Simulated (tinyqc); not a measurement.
A spin-degenerate level with charging energy between two leads, rate equations: two steps of the calculation.

States 0, up, down and 2 with energies 0, e1 - Ez/2, e1 + Ez/2 and 2 e1 + U. mu_L = +V/2, mu_R = -V/2 (meV), f(x) = 1/(1 + exp(x/kB T)). A transition that adds one electron of given spin at the energy E has the rate G f(E - mu) from each lead, and its reverse G [1 - f(E - mu)]. I counts electrons leaving the left lead, times q.

Values chosen for this exercise:
- GL = 1.1 1/ns (tunnel rate to the left lead)
- GR = 0.06 1/ns (tunnel rate to the right lead)
- dt = 0.49 ns (time step)

Constants: q = 1.602176634e-19 C. Results are converted to the units shown.

Question 1. Steady state and current. Steady state: W p = 0 with sum p = 1. I = q GL sum over transitions i-j of [fL p_i - (1 - fL) p_j].

W (1/ns):
```
               0          up        down           2
0     -2.2000002   0.0599999   0.0599999   0.0000000
up     1.1000001  -1.1525275   0.0000000   0.0674724
down   1.1000001   0.0000000  -1.1525275   0.0674724
2      0.0000000   1.0925276   1.0925276  -0.1349447
```

fL, transition 0-up to down-2: [1.0000000, 1.0000000, 0.9932070, 0.9932070]

Give: p; mean number of electrons; I.

Answer 1.

p: 0 0.00299, up 0.05480, down 0.05480, 2 0.88740
mean number of electrons = 1.8844
I = 18.115 pA

In units of q GL GR/(GL + GR) = 9.12 pA the current is 1.99; two independent spin channels fully inside the bias window would give 2.

Question 2. Time step. Explicit Euler step: p(new) = p + dt W p.

W (1/ns):
```
               0          up        down           2
0     -2.2000002   0.0599999   0.0599999   0.0000000
up     1.1000001  -1.1525275   0.0000000   0.0674724
down   1.1000001   0.0000000  -1.1525275   0.0674724
2      0.0000000   1.0925276   1.0925276  -0.1349447
```

p after step 1: 0 -0.07800011, up 0.53900006, down 0.53900006, 2 0.00000000

Wanted: p after step 2.

Answer 2.

p after step 2: 0 0.0378, up 0.1926, down 0.1926, 2 0.5771

Range of the model: Rate equations need hbar G well below kB T; cotunnelling and the Kondo effect are left out.

Numbers from tinyqc (`OMP_NUM_THREADS=1 python tinyqc.py 2780014 2780015 out.jsonl`; about 0.01 s on one thread of a shared Intel Xeon 2.30GHz).
